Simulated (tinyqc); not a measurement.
Drifting, spreading and decaying minority pulse (Haynes-Shockley), explicit time steps: one step of the calculation.

Low injection in a uniform field: dn/dt = D d2n/dx2 - v dn/dx - n/tau with D = mu Vt and v = mu F towards +x. Exact solution on an infinite bar for a Gaussian start at x0: n = N0 exp(-t/tau) exp(-(x - x0 - v t)^2/(2 s^2))/sqrt(2 pi s^2), s^2 = s0^2 + 2 D t.

Question. Densities after a time step. (L n)_i = a n_(i-1) + b n_i + c n_(i+1), n = 0 beyond the ends. Explicit step: n(new) = n + L n.

a = 0.57179951
b = -0.64252760
c = 0.049299513

| node | n at t = 1 dt (1e12 cm^-3) |
|---|---|
| 1 | 0.0300881 |
| 2 | 0.1819709 |
| 3 | 0.6026305 |
| 4 | 1.1463955 |
| 5 | 1.2156785 |
| 6 | 0.6799848 |
| 7 | 0.1891982 |
| 8 | 0.0250877 |
| 9 | 0.0015464 |
| 10 | 0.0000437 |
| 11 | 0.0000006 |

Wanted: n at t = 2 dt.

Answer.

| node | n at t = 2 dt (1e12 cm^-3) |
|---|---|
| 1 | 0.0197 |
| 2 | 0.1120 |
| 3 | 0.3760 |
| 4 | 0.8143 |
| 5 | 1.1236 |
| 6 | 0.9475 |
| 7 | 0.4577 |
| 8 | 0.1172 |
| 9 | 0.0149 |
| 10 | 0.0009 |
| 11 | 0.0000 |

Numbers from tinyqc (`OMP_NUM_THREADS=1 python tinyqc.py 2310028 2310029 out.jsonl`; about 0.01 s on one thread of a shared Intel Xeon 2.30GHz).
